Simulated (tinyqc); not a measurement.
CCD on RHF in the sto-3g basis, for H4, spin multiplicity 1, step by step. One step of it, computed by the program tinyqc.

Question. Iteration 1: diagonalisation and new density. Diagonalise F' = X^T F X, C = X C', fill 2 alpha and 2 beta electrons from the bottom; D = 2 C_occ C_occ^T. Each column has its largest component positive (the first on a tie).

Fock matrix F (hartree), lower triangle:
```
           1H 1s      2H 1s      3H 1s      4H 1s
1H 1s  -0.411979
2H 1s  -0.630379  -0.411979
3H 1s  -0.371016  -0.350959  -0.411979
4H 1s  -0.350959  -0.371016  -0.630379  -0.411979
```

X, lower triangle:
```
           1H 1s      2H 1s      3H 1s     4H 1s
1H 1s   1.293720
2H 1s  -0.446186   1.293720
3H 1s  -0.238979   0.040848   1.293720
4H 1s   0.040848  -0.238979  -0.446186  1.293720
```

Give: F' = X^T F X; orbital energies; coefficients C; D after iteration 1.

Answer.

F' = X^T F X (hartree), lower triangle:
```
        1       2       3      4
1   0.075
2  -0.622   0.075
3  -0.236   0.039   0.075
4   0.039  -0.236  -0.622  0.075
```

orbital energies (hartree): MO1 -0.744, MO2 -0.350, MO3 0.423, MO4 0.973

coefficients C:
```
         MO1     MO2     MO3     MO4
1H 1s  0.325   0.523   0.730   1.010
2H 1s  0.325   0.523  -0.730  -1.010
3H 1s  0.325  -0.523   0.730  -1.010
4H 1s  0.325  -0.523  -0.730   1.010
```

D after iteration 1, lower triangle:
```
        1H 1s   2H 1s  3H 1s  4H 1s
1H 1s   0.758
2H 1s   0.758   0.758
3H 1s  -0.336  -0.336  0.758
4H 1s  -0.336  -0.336  0.758  0.758
```
